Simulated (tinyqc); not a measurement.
Lateral field, substrate current, probability of reaching the oxide barrier and hot-carrier lifetime of a silicon transistor (pseudo-two-dimensional and lucky-electron models): one step, computed by the program tinyqc. Command: `OMP_NUM_THREADS=1 python tinyqc.py 3029338 3029339 out.jsonl hotcar walk`. One thread of a shared host (Intel(R) Xeon(R) Processor @ 2.30GHz), about 0.01 s of CPU time with the checks.

Local-field models: a lucky carrier gains its energy at the peak field over a path free of collisions. Voltages are magnitudes.

Task: Hot-carrier currents and lifetime. C_ox = 3.9 eps_0/t; F_sat = 2 v_s/mu; V_Dsat = V_ov F_sat L/(V_ov + F_sat L), V_ov = V_G - V_T; I_D/W = C_ox v_s (V_ov - V_Dsat). Scale length l = 0.22 t^(1/3) x_j^(1/2) (all in cm); F_m = sqrt(((V_D - V_Dsat)/l_e)^2 + F_sat^2), with l_e = l; length of the velocity-saturated region l_e ln((V_D - V_Dsat)/(l_e F_sat) + F_m/F_sat). Substrate current I_sub/I_D = (A_i/B_i)(V_D - V_Dsat) exp(-B_i/F_m); probability of reaching the oxide barrier exp(-phi_b/(e lambda F_m)); lifetime tau = (H/(I_D/W)) exp(phi_it/(e lambda F_m)).

Inputs (values chosen for the exercise, modelled on a silicon n-channel):
```
quantity                             value                      unit
channel length L                       320                        nm
oxide thickness t                      5.9                        nm
junction depth x_j                      53                        nm
mobility mu                            410                cm^2/(V s)
saturation velocity v_s               0.89                  1e7 cm/s
threshold voltage V_T                 0.53                         V
gate voltage V_G                       1.3                         V
drain voltage V_D                      2.1                         V
ionisation prefactor A_i           2.2e+06                      1/cm
ionisation field B_i                  1.77                     MV/cm
hot-carrier mean free path lambda      7.2                        nm
oxide barrier phi_b                    3.1                        eV
interface-trap threshold phi_it        3.7                        eV
lifetime constant H                     30  s microampere/micrometre
```

Drain: abrupt.

Constants: eps_0 = 8.8541878128e-12 F/m.

Give: I_sub/I_D; substrate current I_sub/W; probability of reaching phi_b; lifetime tau; exponent m = phi_it/(e lambda B_i).

Result:

I_sub/I_D = 0.01897

substrate current I_sub/W = 2.713 microampere/micrometre

probability of reaching phi_b = 1.208e-05

lifetime tau = 1.554e+05 s

exponent m = phi_it/(e lambda B_i) = 2.903

Since both exponentials depend on 1/F_m, tau I_D scales about as (I_sub/I_D)^(-m) with m = 2.90, which lets I_sub serve as the monitor. The lifetime is 4.92e-4 times ten years (3.156e8 s).
